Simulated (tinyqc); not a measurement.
Inside a calculation. Model: Schottky emission and Poole-Frenkel conduction in an insulator, and how to tell them apart.

Numbers from tinyqc (`OMP_NUM_THREADS=1 python tinyqc.py 2370075 2370076 out.jsonl`; about 0.01 s on one thread of a shared Intel Xeon 2.30GHz). Printed values are rounded.

Schottky emission (electrode-limited): J = As T^2 exp[-(pb - b sqrt(F))/Vt], b = sqrt(q/(4 pi eps0 ei)). Poole-Frenkel emission (bulk-limited): J = s0 F exp[-(pt - 2 b sqrt(F))/Vt]. F in V/cm.

Inputs (values chosen for the exercise); dielectric values close to those of silicon nitride:
- T = 300 K (temperature)
- ei = 4.18 (high-frequency relative permittivity)
- es = 7.54 (static relative permittivity)
- pt = 1.07 eV (trap depth)
- s0 = 4.2 S/cm (Poole-Frenkel prefactor)
- pb = 1.57 eV (electrode barrier)
- As = 42 A/(cm^2 K^2) (Richardson constant)
- F = 1.9 MV/cm (field)

Constants: q = 1.602176634e-19 C, kB = 1.380649e-23 J/K, Vt = kB T/q, eps0 = 8.8541878128e-14 F/cm where lengths are in cm. Results are converted to the units shown.

Range of the model: At the field F a Fowler-Nordheim estimate for tunnelling through pb (mass 0.4 m0) gives 3.3e-13 A/cm^2, more than Schottky emission.

## Both currents at one field

Lowerings b sqrt(F) and 2 b sqrt(F); the image-force maximum lies at sqrt(q/(16 pi eps0 ei F)) from the electrode.

Schottky lowering = 255.838 meV
position of the barrier top = 0.673257 nm
Poole-Frenkel lowering = 511.675 meV
J, Schottky = 3.16619e-16 A/cm^2
J, Poole-Frenkel = 0.00333091 A/cm^2

Injection and bulk transport act in series, so the smaller capacity limits the current: here the electrode, by a factor of 1.05e13.

## Which mechanism made these data

```
point	F (MV/cm)	J (A/cm^2)
0	1.12	1.486e-6
1	1.97	0.0003717
2	2.81	0.02663
3	3.66	1.039
4	4.5	25.41
```

The data come from another sample of the same dielectric, in which one mechanism alone limits the current. Fit straight lines by least squares: ln J on sqrt(F) (Schottky plot, slope b/Vt) and ln(J/F) on sqrt(F) (Poole-Frenkel plot, slope 2 b/Vt), F in V/cm, and read a permittivity from each slope. The right mechanism gives a value near ei, and in any case between ei and es.

slope of the Schottky plot = 0.0156626 (cm/V)^0.5
permittivity read as Schottky = 0.878281
slope of the Poole-Frenkel plot = 0.0143588 (cm/V)^0.5
permittivity read as Poole-Frenkel = 4.18011

Both plots are nearly straight, so straightness decides nothing. Read as Poole-Frenkel the data give 4.18, which matches ei = 4.18; read as Schottky they give 0.878, below 1 and impossible. The data are Poole-Frenkel.
